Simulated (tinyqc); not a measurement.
Worked calculation: power iteration on a symmetric matrix. Computed by tinyqc, a small Python program that keeps every step. Settings: method = power, shift = -0.5. Command: `OMP_NUM_THREADS=1 python tinyqc.py 20533 20534 out.jsonl` (the two numbers bound the seeds that draw the settings). One thread of a shared host (Intel(R) Xeon(R) Processor @ 2.60GHz), about 0.01 s of CPU time with the checks.

## Step 1

A:
$$\begin{pmatrix}
1.083000 & 0.136000 & -0.569000 & -0.595000 & 0.148000 \\
0.136000 & 1.348000 & -0.139000 & -0.312000 & 0.471000 \\
-0.569000 & -0.139000 & 2.861000 & -0.614000 & 0.028000 \\
-0.595000 & -0.312000 & -0.614000 & 2.934000 & 0.061000 \\
0.148000 & 0.471000 & 0.028000 & 0.061000 & 3.641000
\end{pmatrix}$$

vector v at the start: [0.447214, 0.447214, 0.447214, 0.447214, 0.447214]

shift = -0.500000

w = (A - shift) v; v' = w/|w| with its largest component positive (the first on a tie); lambda = v'^T A v'.

vector after step 1: [0.116855, 0.333112, 0.343584, 0.328125, 0.806018]

Rayleigh quotient after step 1 = 3.192811

## Step 2

As before.

vector after step 2: [-0.010751, 0.224891, 0.225442, 0.206749, 0.925062]

Rayleigh quotient after step 2 = 3.587310

## Step 3

As before.

vector after step 3: [-0.024502, 0.183252, 0.153486, 0.137127, 0.960966]

Rayleigh quotient after step 3 = 3.671756

## Course of the iteration

Stop when the residual |A v - lambda v| is below 1e-9.

Steps:
```
step      lambda  residual
1     3.19281083  1.01e+00
2     3.58730996  4.73e-01
3     3.67175593  2.82e-01
4     3.70419646  2.05e-01
5     3.72181829  1.57e-01
6     3.73222173  1.22e-01
7     3.73843682  9.42e-02
8     3.74214583  7.27e-02
9     3.74435472  5.61e-02
10    3.74566893  4.33e-02
11    3.74645111  3.34e-02
12    3.74691746  2.58e-02
13    3.74719644  2.00e-02
14    3.74736424  1.56e-02
15    3.74746601  1.22e-02
16    3.74752847  9.61e-03
17    3.74756747  7.66e-03
18    3.74759238  6.19e-03
19    3.74760877  5.09e-03
20    3.74761996  4.27e-03
21    3.74762792  3.66e-03
22    3.74763384  3.21e-03
23    3.74763842  2.86e-03
24    3.74764209  2.60e-03
25    3.74764514  2.39e-03
26    3.74764772  2.21e-03
27    3.74764995  2.07e-03
28    3.74765190  1.94e-03
29    3.74765361  1.82e-03
30    3.74765513  1.72e-03
```

all eigenvalues, for comparison: [0.651729, 1.179804, 2.765070, 3.522729, 3.747668]

Not converged in 30 steps: the residual falls only by the ratio of the two largest distances of eigenvalues from the shift, 0.95 a step.
